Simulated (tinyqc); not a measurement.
Landau levels of massless Dirac electrons, step by step. Values are carried at full precision from step to step, so a last printed digit may differ when a step is redone from the rounded ones.

In a field B along z: l = 1/sqrt((e/hbar) B) is the magnetic length, n_B = B/(h/e) the number of states per area in one level, hbar wc = 2 muB B/m for mass m in m0; 1/angstrom^2 = 1e16/cm^2.

Constants: e/hbar = 1.519267448e-05 1/(T angstrom^2); h/e = 413566.7697 T angstrom^2; muB = 5.788381798e-05 eV/T; e^2/h = 3.874045865e-05 S.

Values chosen for the exercise (out of a larger set: near those of graphene; not measured data): B = 11.3 T (magnetic field); n = 3.6 x 1e11/cm^2 (electron sheet density); hv = 6.6 eV angstrom (hbar v).

## Scales set by the field

Give l, n_B and the filling factor nu = n/n_B.

l = 76.32 angstrom
n_B = 2.7323 x 1e11/cm^2
nu = 1.318

## The lowest levels

E_N = sqrt(2N) hv/l for N = 0, 1, 2, ... and the mirror levels below zero; each is fourfold (spin, valley), Zeeman splitting left out; half of level 0 belongs to the electrons.

List the eight lowest, in meV, with the gap to the next.

Levels:
```
label  E (meV)  gap above (meV)
0        0.000          122.297
1      122.297           50.657
2      172.954           38.870
3      211.824           32.769
4      244.594           28.870
5      273.464           26.101
6      299.565           24.002
7      323.567           22.341
```

The largest of these gaps, 122.30 meV, first occurs above level 0 and is kB T at 1419 K.

## Where EF lies

Level 0 takes 2 n_B electrons and each higher level 4 n_B. At zero temperature and without broadening EF sits in the partly filled level.

Fill the listed levels in order up to nu; give the partly filled level, its energy and its filled share.

level: 0

EF = 0.000 meV
filled share = 0.659

## Fields of the Hall plateaus

A plateau is centred where nu = n/n_B equals 2, 6, 10, 14, 18, 22; there rho_xy = h/(nu e^2).

Plateaus:
```
nu  B (T)  1/B (1/T)  rho_xy (kohm)
2   7.444     0.1343        12.9064
6   2.481     0.4030         4.3021
10  1.489     0.6717         2.5813
14  1.063     0.9403         1.8438
18  0.827     1.2090         1.4340
22  0.677     1.4777         1.1733
```

## Checks

- Level 3 from the Dirac matrix in 40 oscillator states against the formula, meV: both 211.824.

Run: tinyqc, `OMP_NUM_THREADS=1 python tinyqc.py 1281964 1281965 out.jsonl`; Intel(R) Xeon(R) Processor @ 2.30GHz, one thread, shared host; about 0.01 s of CPU time with all checks.
